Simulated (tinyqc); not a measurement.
The basis set: RHF and MP2 along a ladder of basis sets, for H2, spin multiplicity 1. Computed by the program tinyqc with PySCF. Same geometry throughout; the dipole is taken about the origin.

Geometry (angstrom):
```
atom       x       y       z
H     0.0000  0.0000  0.0000
H     0.0000  0.0000  0.6790
```

RHF and frozen-core MP2 in a ladder of bases:
```
basis        functions  E(RHF) (hartree)  E(MP2 corr) (hartree)  HOMO (eV)  LUMO (eV)  dipole (debye)
sto-3g               2         -1.116297              -0.011780   -16.4527    20.0865          0.0000
3-21g                4         -1.120363              -0.016749   -16.6576     7.6700          0.0000
6-31g                4         -1.124690              -0.016717   -16.7362     6.9266          0.0000
cc-pvdz             10         -1.124802              -0.025808   -16.6423     5.6827          0.0000
aug-cc-pvdz         18         -1.124903              -0.026703   -16.6545     1.6922          0.0000
cc-pvtz             28         -1.130508              -0.031475   -16.7144     4.7718          0.0000
```

Estimate the missing row, basis = 6-31g**.

Computed row:
```
basis    functions  E(RHF) (hartree)  E(MP2 corr) (hartree)  HOMO (eV)  LUMO (eV)  dipole (debye)
6-31g**         10         -1.128975              -0.026232   -16.7197     6.9403          0.0000
```

From cc-pVDZ to cc-pVTZ the RHF energy falls by 5.7 mhartree and the correlation energy by 5.7. If valence correlation converges as X^-3, (27 E(T) - 8 E(D))/19 gives -0.0339 hartree, a rough estimate from such small X that usually falls short; STO-3G holds about 35 % of it. Beyond STO-3G the LUMO moves by 6.0 eV and the HOMO by 0.1 eV; diffuse functions lower the positive LUMO sharply, since an unbound virtual level tracks the most diffuse function.
